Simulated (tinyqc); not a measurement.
## Counting rate against photon rate

True rate n = nph PDP (dark counts neglected); measured n/(1 + n td) for a non-paralysable detector, n exp(-n td) for a paralysable one.

Values chosen for this exercise: dead time td = 10 ns.

PDP = 0.637

Counting rate against photon rate:
```
nph (1/s)      n td  non-paralysable (1/s)  paralysable (1/s)
1.6e6      0.010192               1.0089e6           1.0089e6
3.6e6      0.022932               2.2418e6           2.2412e6
8.3e6      0.052871               5.0216e6           5.0148e6
1.9e7       0.12103               1.0796e7           1.0723e7
4.4e7       0.28028               2.1892e7           2.1177e7
1e8         0.63700               3.8913e7           3.3689e7
2.4e8        1.5288               6.0456e7           3.3144e7
5.4e8        3.4398               7.7476e7           1.1032e7
1.3e9        8.2810               8.9225e7           2.0974e5
```

Read the table: what changes, and by how much?

The non-paralysable rate climbs towards 1/td = 1.00e8 1/s and reaches 0.892 of it. The paralysable rate goes from 1.01e6 through a maximum of 3.37e7 (at nph = 1e8 1/s among the rows listed) to 2.10e5 1/s; its true maximum, 1/(e td) = 3.68e7 1/s, lies at n td = 1, so a measured rate below that has two possible causes.

Computed by the program tinyqc: `OMP_NUM_THREADS=1 python tinyqc.py 2630060 2630061 out.jsonl`, one thread of a shared Intel Xeon 2.30GHz, about 0.01 s for the whole run.
